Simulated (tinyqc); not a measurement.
What moves the results: two electrons on one impurity (helium-like model). A value that a table varies takes the place of the one given here.

Units Ha* = 2 Ry m/eps^2 and a* = a0 eps/m. One electron is bound by Z^2/2. Two electrons in the singlet built from exp(-a r) and exp(-b r): S = 8 (ab)^(3/2)/(a + b)^3, h_aa = a^2/2 - Z a, h_bb alike, h_ab = S (ab/2 - Z (a + b)/2), J = ab (a^2 + 3ab + b^2)/(a + b)^3, K = 20 (ab)^3/(a + b)^5, E = (h_aa + h_bb + 2 S h_ab + J + K)/(1 + S^2). For a = b this is a^2 - 2 Z a + 5a/8. Real double donors are deeper, since the central cell is left out.

Constants: e^2/(4 pi eps0) = 14.39964547 eV angstrom.

Values chosen for the exercise (near those of impurities in InP; not measured data):
- m = 0.08 m0 (one mean mass)
- eps = 12.6 (dielectric constant)
- Zs = (0.98, 1.07, 1.13, 1.47, 1.9, 2.51, 4.07) (charges)
- a_lat = 5.869 angstrom (lattice constant)
- Eg = 1.416 eV (gap)
- ED = 6.5 meV (donor binding)
- EA = 41.8 meV (acceptor binding)
- W0 = 0.14 x 1e7/s (rate at zero distance)
- kind = opposite (sublattices of donor and acceptor)
- shells = (1350, 1793, 3511, 3612, 10933, 12725, 17015) (shell numbers)

## Effective charge

Ha* = 13.7120 meV

Binding of the first electron, of the second (-E - Z^2/2) with equal and with unequal orbitals, and U, the first less the second (unequal).

Results (meV):

| Z | first | second, equal | second, unequal | a/b | U | U/(Z Ha*) |
|---|---|---|---|---|---|---|
| 0.98 | 6.6 | -0.48 | 0.10 | 3.92 | 6.5 | 0.483 |
| 1.07 | 7.8 | 0.02 | 0.54 | 3.13 | 7.3 | 0.499 |
| 1.13 | 8.8 | 0.41 | 0.90 | 2.86 | 7.9 | 0.507 |
| 1.47 | 14.8 | 3.56 | 3.98 | 2.19 | 10.8 | 0.538 |
| 1.90 | 24.8 | 9.81 | 10.20 | 1.88 | 14.6 | 0.559 |
| 2.51 | 43.2 | 23.02 | 23.39 | 1.68 | 19.8 | 0.575 |
| 4.07 | 113.6 | 80.03 | 80.37 | 1.46 | 33.2 | 0.595 |

Equal orbitals bind a second electron only above Z = (5/16)/(1 - 1/sqrt2) = 1.067; unequal ones do so in 7 of the 7 rows. Their gain is 0.57 meV in the first row and 0.35 in the last, while the second binding grows to 80 meV, so the gain decides the matter only near Z = 1. U grows almost linearly with Z: U/(Z Ha*) goes from 0.483 to 0.595, towards 5/8, while the first binding grows as Z^2. Angular correlation is left out: at Z = 1 this function binds the second electron by 0.0133 Ha*, half the exact 0.0278.

## Pair lines (donor-acceptor pair recombination)

h nu = Eg - ED - EA + q/(eps R), q = e^2/(4 pi eps0); shell j lies at R = a_lat sqrt(j/2) for the same sublattice and a_lat sqrt(j/2 - 5/16) for opposite ones (on the same sublattice shells 14, 30, 46, 56, 62, ... are empty, where 2j has the form 4^a (8b + 7)); rate W = W0 exp(-2R/aD) with the donor radius aD = q/(2 eps ED). Polarisation and overlap terms, which matter for close pairs, are left out.

Energy, rate and lifetime for each shell.

Lines:

| shell | R (angstrom) | Coulomb (meV) | h nu (eV) | step to the next shell (meV) | 1/W (microsecond) |
|---|---|---|---|---|---|
| 1350 | 152.45 | 7.5 | 1.3752 | 0.0028 | 22.9 |
| 1793 | 175.70 | 6.5 | 1.3742 | 0.0018 | 38.9 |
| 3511 | 245.88 | 4.6 | 1.3723 | 0.00066 | 192 |
| 3612 | 249.39 | 4.6 | 1.3723 | 0.00063 | 208 |
| 10933 | 433.92 | 2.6 | 1.3703 | 0.00012 | 1.38e+04 |
| 12725 | 468.13 | 2.4 | 1.3701 | 9.6e-05 | 3.01e+04 |
| 17015 | 541.32 | 2.1 | 1.3698 | 6.2e-05 | 1.59e+05 |

limit for distant pairs = 1.3677 eV
aD = 87.9 angstrom

The lines crowd together, on average as R^-3: the step falls from 0.0028 to 6.2e-05 meV, so distant pairs merge into a band. Close pairs emit higher and 6.95e+03 times faster over this table, so the band shifts to lower energy with delay and to higher energy with stronger pumping. All these lines lie below Eg, and R/aD runs from 1.7 up.

tinyqc: `OMP_NUM_THREADS=1 python tinyqc.py 1250457 1250458 out.jsonl`; about 0.02 s, one thread, shared Intel(R) Xeon(R) Processor @ 2.30GHz.
